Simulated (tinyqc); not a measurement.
Inside a calculation. Model: electron-beam lithography: double-Gaussian proximity function, edge placement and dose correction for parallel lines. Computed by tinyqc, a small Python program that keeps every step. Command: `OMP_NUM_THREADS=1 python tinyqc.py 3111285 3111286 out.jsonl proximity walk`. One thread of a shared host (Intel(R) Xeon(R) Processor @ 2.30GHz), about 0.01 s of CPU time with the checks. Intermediate numbers are printed to about 6 digits and carried at full precision; extremes and crossings named in words are read from the listed rows.

Lines are infinitely long. Absorbed energy is counted so that the middle of a very large area written at dose 1 receives 1; the resist develops where it exceeds 1/2.

Inputs (values chosen for the exercise, of the order of those for 20 keV electrons in resist on silicon): forward range alpha = 0.011 micrometre; backscatter range beta = 2.3 micrometre; backscatter ratio eta = 0.94; base dose D0 = 370 microcoulomb/cm^2; beam current = 98 nA; pixel size = 5 nm; width of the test line = 0.07 micrometre; pattern density around the test line = 0.67.

line widths (micrometre): [0.086, 0.035, 0.079, 0.62, 0.23]

gaps between the lines (micrometre): [0.12, 0.15, 0.088, 0.12]

Constants: e = 1.602176634e-19 C.

## Layout

The first line starts at x = 0; each next one starts after the width and the gap.

Lines (micrometre):
```
line  left edge  right edge  centre
1         0.000       0.086  0.0430
2         0.206       0.241  0.2235
3         0.391       0.470  0.4305
4         0.558       1.178  0.8680
5         1.298       1.528  1.4130
```

## Interaction matrix

f(r) = [exp(-r^2/alpha^2)/alpha^2 + eta exp(-r^2/beta^2)/beta^2]/(pi (1 + eta)). A line from a to b at dose d gives E(x) = d [S(alpha) + eta S(beta)]/(1 + eta), S(s) = [erf((b - x)/s) - erf((a - x)/s)]/2. M_ij is the mean of E at the two edges of line i from line j at dose 1.

M, rows 1, 2, 3, 4, 5:
```
[[0.267949, 0.004133, 0.009123, 0.064487, 0.019165],
 [0.010157, 0.261890, 0.009312, 0.067777, 0.020913],
 [0.009932, 0.004125, 0.267118, 0.070656, 0.022761],
 [0.008866, 0.003787, 0.008904, 0.329676, 0.025413],
 [0.007163, 0.003180, 0.007811, 0.069143, 0.284978]]
```

## Dose correction

Uncorrected edge energies are M 1. Solve M d = 1/2 for the doses d that put the mean edge energy of every line at the threshold.

edge energies at dose 1: 1 0.364858, 2 0.370049, 3 0.374592, 4 0.376647, 5 0.372275

corrected doses: 1 1.38469, 2 1.35787, 3 1.33442, 4 1.32395, 5 1.34677

largest over smallest dose = 1.04588

Line 1 needs the most and line 4 the least; a narrow isolated line much wider than alpha would need 1 + eta = 1.94.

## Printed widths

Edges are the roots of E(x) = 1/2 between a line centre and the middle of the next gap. Three cases: dose 1 everywhere; one common dose equal to the mean of d; the corrected doses.

Width error, printed less drawn (nm):
```
line  drawn width (nm)    dose 1  mean dose  corrected
1                   86  -11.0962  -0.426562   1.12e-04
2                   35  -10.5987  -0.033892   3.20e-05
3                   79  -10.1658   0.309790   3.70e-05
4                  620   -9.9688   0.465025          0
5                  230  -10.3834   0.134599   1.58e-04
```

With the common mean dose the errors span 0.9 nm. With corrected doses the largest error is below 0.01 nm.

## Dose to size and latitude

A test line of width w << beta in surroundings of density rho, all at dose d: near its edge E(x) = d [S + eta rho]/(1 + eta), S = [erf((b - x)/alpha) - erf((a - x)/alpha)]/2 for edges a and b, the second term being the background energy. Dose to size d_s = (1 + eta)/(erf(w/alpha) + 2 eta rho), dose = d_s D0; edge slope d [1 - exp(-w^2/alpha^2)]/(sqrt(pi) alpha (1 + eta)); width change per 1 % of dose = 2 x 0.01 x (1/2)/slope.

dose to size d_s = 0.858559

dose = 317.667 microcoulomb/cm^2

edge slope = 0.0226987 1/nm

width change per 1 % of dose = 0.440554 nm

background energy = 0.278722

The background supplies 56 % of the threshold.

## Shot noise and writing time

With dose = d_s D0: electrons per pixel N = dose x pixel area/e; relative noise 1/sqrt(N); time per cm^2 of pattern area = dose x density/current; pixel rate = current/(dose x pixel area).

electrons per pixel = 495.680

shot noise = 4.49158 %

writing time per cm^2 = 0.603279 h

pixel rate = 1234.00 MHz

Checks made by the program: corrected edge energies (relative difference below 1e-10).
